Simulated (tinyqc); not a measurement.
# p-n heterojunction, non-linear Poisson equation by Newton steps, Boltzmann statistics, step by step

Computed by the program tinyqc: `OMP_NUM_THREADS=1 python tinyqc.py 2040039 2040040 out.jsonl`, one thread of a shared Intel Xeon 2.30GHz, about 0.02 s for the whole run. Printed values are rounded.

One dimension, material 1 (p-type) at x < 0 and material 2 (n-type) at x > 0. Band edges: Ec = -psi in material 1 and -psi + dEc in material 2, Ev = Ec - Eg. Flat quasi-Fermi levels: 0 for holes, +V for electrons. n = Nc F((EFn - Ec)/Vt), p = Nv F((Ev - EFp)/Vt), with F(eta) = exp(eta) (Boltzmann statistics); full ionisation, no interface charge, classical densities; the doping types are chosen for the exercise.

Values chosen for this exercise; band and dielectric values those of a made-up pair: temperature T = 400 K; band gap of material 1 Eg1 = 1.63 eV; relative permittivity of material 1 er1 = 10.8; conduction-band density of states of material 1 Nc1 = 8.33e17 cm^-3; valence-band density of states of material 1 Nv1 = 1.74e19 cm^-3; band gap of material 2 Eg2 = 1.6 eV; relative permittivity of material 2 er2 = 11.6; conduction-band density of states of material 2 Nc2 = 7.57e17 cm^-3; valence-band density of states of material 2 Nv2 = 1.5e19 cm^-3; conduction-band offset Ec2 - Ec1 dEc = -0.32 eV; acceptor density of material 1 N1 = 1.7e16 cm^-3; donor density of material 2 N2 = 1.2e17 cm^-3; bias of side 1 against side 2 V = 0.22 V.

Constants: q = 1.602176634e-19 C, kB = 1.380649e-23 J/K, Vt = kB T/q, eps0 = 8.8541878128e-14 F/cm where lengths are in cm. Results are converted to the units shown.

## Offsets and end potentials

dEv = Ev1 - Ev2 = Eg2 - Eg1 - dEc. Neutrality of the majority carriers far from the junction: Nv1 F((-psi_L - Eg1)/Vt) = N1 and Nc2 F((V + psi_R - dEc)/Vt) = N2. Total bending psi_R - psi_L.

dEv = 0.29 eV
psi_L = -1.39109 V
psi_R = -0.603488 V
psi_R - psi_L = 0.787605 V

The alignment is staggered (type II): dEc and dEv have opposite signs.

## Permittivity of the intervals

x, node 0 to 11 (nm): [-569, -310, -164, -80.9, -34, -7.5, 7.5, 25.8, 48, 75, 108, 148]

er1 or er2; the interface lies midway in its interval, which gets the series value 2 er1 er2/(er1 + er2).

eps_r, interval 0 to 10: [10.8, 10.8, 10.8, 10.8, 10.8, 11.1857, 11.6, 11.6, 11.6, 11.6, 11.6]

## Couplings between neighbouring nodes

a_i = eps0 eps_r/h_i for the interval from node i to i + 1, with h_i = x_(i+1) - x_i in cm.

coupling a_i, interval 0 to 10 (F/cm^2): [3.69209e-8, 6.54967e-8, 1.15072e-7, 2.03892e-7, 3.60850e-7, 6.60269e-7, 5.61249e-7, 4.62651e-7, 3.80402e-7, 3.11238e-7, 2.56771e-7]

## Starting potential

material, node 0 to 11: [1, 1, 1, 1, 1, 1, 2, 2, 2, 2, 2, 2]

psi_L + (psi_R - psi_L)(1 + tanh(x/s))/2 on the inner nodes with s = 60 nm, psi_L and psi_R on the ends.

psi at the start, node 0 to 11 (V): [-1.39109, -1.39107, -1.38778, -1.34134, -1.19927, -1.04626, -0.94832, -0.83767, -0.73579, -0.66323, -0.62444, -0.60349]

## Iteration 1: densities, residual and Jacobian diagonal

n_i = Nc F(a_n), a_n = (V - Ec_i)/Vt; p_i = Nv F(a_p), a_p = (Ec_i - Eg)/Vt; rho_i = p_i - n_i + C_i with C = -N1 or +N2; g_i = (n_i + p_i)/Vt. Box widths w_i = (h_(i-1) + h_i)/2 in cm. Residual F_i = a_i (psi_(i+1) - psi_i) - a_(i-1) (psi_i - psi_(i-1)) + q rho_i w_i; Jacobian: a_(i-1) and a_i beside the diagonal, b_i = -a_(i-1) - a_i - q g_i w_i on it. The two end nodes are fixed.

```
node   n (cm^-3)   p (cm^-3)
0        1463.95      1.7e16
1        1465.04  1.69874e16
2        1611.68  1.54417e16
3        6199.98  4.01408e15
4      3.82236e5  6.51095e13
5      3.23755e7  7.68705e11
6     5.42615e12   8.57947e6
7     1.34453e14   3.46244e5
8     2.58366e15     18018.4
9     2.12037e16     2195.54
10    6.53505e16     712.366
11        1.2e17     387.946
```

```
node  residual F (C/cm^2)  diagonal b (F/cm^2)
1             1.73443e-10          -1.70134e-6
2              2.26866e-9          -1.00275e-6
3              1.00983e-8          -4.40241e-7
4              1.62913e-8          -5.65852e-7
5              3.80112e-9          -1.02113e-6
6              2.94425e-8          -1.22156e-6
7              2.39255e-8          -1.02517e-6
8              2.67425e-8          -8.72596e-7
9              3.19615e-8          -9.87312e-7
10             2.52620e-8          -1.67672e-6
```

## Iteration 1: Newton step

Solve the tridiagonal system a_(i-1) d_(i-1) + b_i d_i + a_i d_(i+1) = -F_i for nodes 1 to 10, with d = 0 on fixed nodes. The full step is added.

Newton step d, node 1 to 10 (V): [0.001059, 0.024873, 0.196426, 0.360555, 0.409255, 0.430119, 0.402237, 0.317799, 0.169484, 0.046526]
psi after iteration 1, node 0 to 11 (V): [-1.39109, -1.39001, -1.36291, -1.14491, -0.83872, -0.63701, -0.51820, -0.43544, -0.41799, -0.49375, -0.57791, -0.60349]

## Iteration 2: densities, residual and Jacobian diagonal

As before.

```
node   n (cm^-3)   p (cm^-3)
0        1463.95      1.7e16
1        1510.77  1.64732e16
2        3316.37  7.50435e15
3      1.85031e6  1.34503e13
4     1.33389e10   1.86577e9
5     4.64095e12   5.36252e6
6     1.42480e18     32.6738
7     1.57228e19     2.96089
8     2.60810e19     1.78496
9     2.89611e18     16.0745
10    2.52032e17     184.713
11        1.2e17     387.946
```

```
node  residual F (C/cm^2)  diagonal b (F/cm^2)
1             2.57695e-11          -1.65295e-6
2              5.88254e-9          -5.80133e-7
3              1.96555e-8          -3.19371e-7
4             3.62169e-10          -5.64742e-7
5             1.23593e-12          -1.02116e-6
6             -3.80063e-7          -1.22482e-5
7             -5.10056e-6          -1.49014e-4
8             -1.02690e-5          -2.99063e-4
9             -1.33172e-6          -4.10761e-5
10            -5.75858e-8          -4.84390e-6
```

## Iteration 2: Newton step

As before.

Newton step d, node 1 to 10 (V): [0.0011003, 0.0273755, 0.0862659, 0.0232729, -0.0133239, -0.0333275, -0.0344612, -0.0344325, -0.0328458, -0.0139988]
psi after iteration 2, node 0 to 11 (V): [-1.39109, -1.38891, -1.33553, -1.05865, -0.81545, -0.65033, -0.55153, -0.46990, -0.45242, -0.52660, -0.59191, -0.60349]

## Course of the Newton iteration

Stop when the largest undamped |d| is below 1e-9 V, or after 80 iterations.

Course of the iteration:
```
iteration  largest |F| (C/cm^2)  largest |d| (V)  at node
1                       3.20e-8            0.430        6
2                       1.03e-5           0.0863        3
3                       3.77e-6           0.0344        7
4                       1.38e-6           0.0342        7
5                       5.04e-7           0.0330        7
6                       1.76e-7           0.0292        7
7                       5.42e-8           0.0203        7
8                       1.14e-8          7.64e-3        7
9                      8.93e-10          7.96e-4        7
10                     7.11e-12          7.30e-6        7
11                     4.98e-16         5.85e-10        7
```

Converged in 11 iterations. Once the step is below 0.1 Vt, 2 more iteration(s) reach the threshold: near the solution the error is roughly squared each time.

## Band edges, densities and displacement

converged psi, node 0 to 11 (V): [-1.39109, -1.38937, -1.34725, -1.12815, -0.91770, -0.77109, -0.68241, -0.62933, -0.60934, -0.60445, -0.60360, -0.60349]

Ec, Ev, n and p as defined; D = a_k (psi_(k+1) - psi_k) on the interval that holds the interface.

```
node  Ec (eV)   Ev (eV)   n (cm^-3)   p (cm^-3)
0     1.39109  -0.23891     1463.95      1.7e16
1     1.38937  -0.24063     1539.15  1.61695e16
2     1.34725  -0.28275     5222.70  4.76520e15
3     1.12815  -0.50185   3.00939e6  8.26986e12
4     0.91770  -0.71230   1.34891e9  1.84499e10
5     0.77109  -0.85891  9.48827e10   2.62295e8
6     0.36241  -1.23759  1.21574e16     3829.24
7     0.30933  -1.29067  5.66943e16     821.132
8     0.28934  -1.31066  1.01253e17     459.775
9     0.28445  -1.31555  1.16682e17     398.978
10    0.28360  -1.31640  1.19598e17     389.250
11    0.28349  -1.31651      1.2e17     387.946
```

D = 58.5559 nC/cm^2

## Check against the first integral

Exact first integral: on each side D^2/(2 eps0 er) = G, G = q [Vt (nI_j - nI_b) + Vt (pI_j - pI_b) - C (psi_j - psi_b)], with C = -N1 or +N2, b the neutral end of that side, and nI, pI the densities themselves. D is continuous, so er1 G1(psi_j) = er2 G2(psi_j) fixes psi_j. Ends from Nv1 F((-psi_L - Eg1)/Vt) = N1 and Nc2 F((V + psi_R - dEc)/Vt) = N2. D is counted positive when psi rises towards material 2.

psi_j = -0.720685 V
D = 57.5557 nC/cm^2
psi_j - psi_L = 0.670407 V
psi_R - psi_j = 0.117197 V
Ec1 - EFn at the interface = 0.500685 eV
Ec2 - EFn at the interface = 0.180685 eV

Material 1 takes 85.1 % of the bending. The 12-node mesh gave D = 58.56 nC/cm^2, 1.7 % above the exact value in size.
